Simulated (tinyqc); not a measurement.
Bond length: bond-orbital model of a tetrahedral semiconductor (Harrison's universal couplings).

Hybrid level eh = (es + 3 ep)/4; metallic energy V1 = (ep - es)/4 for each atom; covalent energy V2 = 3.22 hbar^2/(m d^2); polar energy V3 = (ehc - eha)/2; hbar^2/m = 2c, c = hbar^2/2m0. Polarity ap = V3/sqrt(V2^2 + V3^2), covalency ac = V2/sqrt(V2^2 + V3^2). p-p coupling at Gamma Exx = (4/3)(2.22 - 2 x 0.63) hbar^2/(m d^2) = 1.28 hbar^2/(m d^2), s-s coupling Ess = 4 x 1.32 hbar^2/(m d^2).

Constants: hbar^2/2m0 = 3.80998211 eV angstrom^2.

Parameters, chosen for this exercise (near tabulated values for GaAs; the model gives trends, and its gaps can be far from the real ones; not measured data):
- esc = -11.43 eV (s level, cation)
- epc = -5.68 eV (p level, cation)
- esa = -18.96 eV (s level, anion)
- epa = -9.08 eV (p level, anion)
- d = 2.44 angstrom (bond length)
- Z = 5 (valence electrons of the anion)

d is scaled; levels stay. E0 is the s-like conduction level less Ev at Gamma (Ess = 5.28 u, Exx = 1.28 u); Z* = 4 ap - (Z - 4).

Against d:
```
d/d0  V2 (eV)      ap     Z*  Ev (eV)  E0 (eV)
0.94    4.664  0.4292  0.717   -9.895    3.225
0.96    4.472  0.4441  0.776   -9.840    2.887
0.98    4.291  0.4589  0.836   -9.788    2.574
0.99    4.205  0.4663  0.865   -9.764    2.425
1.00    4.121  0.4736  0.894   -9.741    2.282
1.01    4.040  0.4810  0.924   -9.719    2.143
1.02    3.961  0.4883  0.953   -9.697    2.010
1.04    3.810  0.5028  1.011   -9.657    1.757
```

What does the comparison show, and why?

Compression raises V2 and E0: dE0/d ln(volume) = -4.69 eV, of which the valence band gives -0.76. The polarity falls under compression, from 0.474 to 0.429 at 0.94 (SiC is a known exception, whose effective charge rises under pressure).

Run: tinyqc, `OMP_NUM_THREADS=1 python tinyqc.py 1450578 1450579 out.jsonl`; Intel(R) Xeon(R) Processor @ 2.30GHz, one thread, shared host; about 0.01 s of CPU time with all checks.
